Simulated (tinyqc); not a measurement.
Empirical pseudopotential in a few plane waves, step by step. One step of it, computed by the program tinyqc.

Problem. Levels at G. Diagonalise the Hermitian matrix.

H(k) at G (eV), order +0+0+0, -1-1-1, -1-1+1, -1+1-1, -1+1+1, +1-1-1, +1-1+1, +1+1-1, +1+1+1, -2+0+0, +0-2+0, +0+0-2, +0+0+2, +0+2+0, +2+0+0:
```
[[0.000000, 2.116549+1.144861i, -2.116549+1.144861i, -2.116549+1.144861i, -2.116549-1.144861i, -2.116549+1.144861i, -2.116549-1.144861i, -2.116549-1.144861i, 2.116549-1.144861i, 0.000000+1.183695i, 0.000000+1.183695i, 0.000000+1.183695i, 0.000000-1.183695i, 0.000000-1.183695i, 0.000000-1.183695i],
 [2.116549-1.144861i, 11.930364, 0.000000-1.183695i, 0.000000-1.183695i, 0.000000, 0.000000-1.183695i, 0.000000, 0.000000, 0.000000, -2.116549-1.144861i, -2.116549-1.144861i, -2.116549-1.144861i, -0.740792+0.240517i, -0.740792+0.240517i, -0.740792+0.240517i],
 [-2.116549-1.144861i, 0.000000+1.183695i, 11.930364, 0.000000, 0.000000-1.183695i, 0.000000, 0.000000-1.183695i, 0.000000, 0.000000, -2.116549+1.144861i, -2.116549+1.144861i, 0.740792+0.240517i, 2.116549-1.144861i, -0.740792-0.240517i, -0.740792-0.240517i],
 [-2.116549-1.144861i, 0.000000+1.183695i, 0.000000, 11.930364, 0.000000-1.183695i, 0.000000, 0.000000, 0.000000-1.183695i, 0.000000, -2.116549+1.144861i, 0.740792+0.240517i, -2.116549+1.144861i, -0.740792-0.240517i, 2.116549-1.144861i, -0.740792-0.240517i],
 [-2.116549+1.144861i, 0.000000, 0.000000+1.183695i, 0.000000+1.183695i, 11.930364, 0.000000, 0.000000, 0.000000, 0.000000-1.183695i, 2.116549+1.144861i, -0.740792+0.240517i, -0.740792+0.240517i, -2.116549-1.144861i, -2.116549-1.144861i, 0.740792-0.240517i],
 [-2.116549-1.144861i, 0.000000+1.183695i, 0.000000, 0.000000, 0.000000, 11.930364, 0.000000-1.183695i, 0.000000-1.183695i, 0.000000, 0.740792+0.240517i, -2.116549+1.144861i, -2.116549+1.144861i, -0.740792-0.240517i, -0.740792-0.240517i, 2.116549-1.144861i],
 [-2.116549+1.144861i, 0.000000, 0.000000+1.183695i, 0.000000, 0.000000, 0.000000+1.183695i, 11.930364, 0.000000, 0.000000-1.183695i, -0.740792+0.240517i, 2.116549+1.144861i, -0.740792+0.240517i, -2.116549-1.144861i, 0.740792-0.240517i, -2.116549-1.144861i],
 [-2.116549+1.144861i, 0.000000, 0.000000, 0.000000+1.183695i, 0.000000, 0.000000+1.183695i, 0.000000, 11.930364, 0.000000-1.183695i, -0.740792+0.240517i, -0.740792+0.240517i, 2.116549+1.144861i, 0.740792-0.240517i, -2.116549-1.144861i, -2.116549-1.144861i],
 [2.116549+1.144861i, 0.000000, 0.000000, 0.000000, 0.000000+1.183695i, 0.000000, 0.000000+1.183695i, 0.000000+1.183695i, 11.930364, -0.740792-0.240517i, -0.740792-0.240517i, -0.740792-0.240517i, -2.116549+1.144861i, -2.116549+1.144861i, -2.116549+1.144861i],
 [0.000000-1.183695i, -2.116549+1.144861i, -2.116549-1.144861i, -2.116549-1.144861i, 2.116549-1.144861i, 0.740792-0.240517i, -0.740792-0.240517i, -0.740792-0.240517i, -0.740792+0.240517i, 15.907152, 0.000000, 0.000000, 0.000000, 0.000000, 0.000000],
 [0.000000-1.183695i, -2.116549+1.144861i, -2.116549-1.144861i, 0.740792-0.240517i, -0.740792-0.240517i, -2.116549-1.144861i, 2.116549-1.144861i, -0.740792-0.240517i, -0.740792+0.240517i, 0.000000, 15.907152, 0.000000, 0.000000, 0.000000, 0.000000],
 [0.000000-1.183695i, -2.116549+1.144861i, 0.740792-0.240517i, -2.116549-1.144861i, -0.740792-0.240517i, -2.116549-1.144861i, -0.740792-0.240517i, 2.116549-1.144861i, -0.740792+0.240517i, 0.000000, 0.000000, 15.907152, 0.000000, 0.000000, 0.000000],
 [0.000000+1.183695i, -0.740792-0.240517i, 2.116549+1.144861i, -0.740792+0.240517i, -2.116549+1.144861i, -0.740792+0.240517i, -2.116549+1.144861i, 0.740792+0.240517i, -2.116549-1.144861i, 0.000000, 0.000000, 0.000000, 15.907152, 0.000000, 0.000000],
 [0.000000+1.183695i, -0.740792-0.240517i, -0.740792+0.240517i, 2.116549+1.144861i, -2.116549+1.144861i, -0.740792+0.240517i, 0.740792+0.240517i, -2.116549+1.144861i, -2.116549-1.144861i, 0.000000, 0.000000, 0.000000, 0.000000, 15.907152, 0.000000],
 [0.000000+1.183695i, -0.740792-0.240517i, -0.740792+0.240517i, -0.740792+0.240517i, 0.740792+0.240517i, 2.116549+1.144861i, -2.116549+1.144861i, -2.116549+1.144861i, -2.116549-1.144861i, 0.000000, 0.000000, 0.000000, 0.000000, 0.000000, 15.907152]]
```

Give: eigenvalues.

Solution.

eigenvalues (eV): [-5.3606, 7.0327, 7.0327, 7.0327, 9.3986, 12.6859, 12.6859, 12.6859, 15.8045, 15.9072, 15.9072, 19.9254, 20.0493, 20.0493, 20.0493]
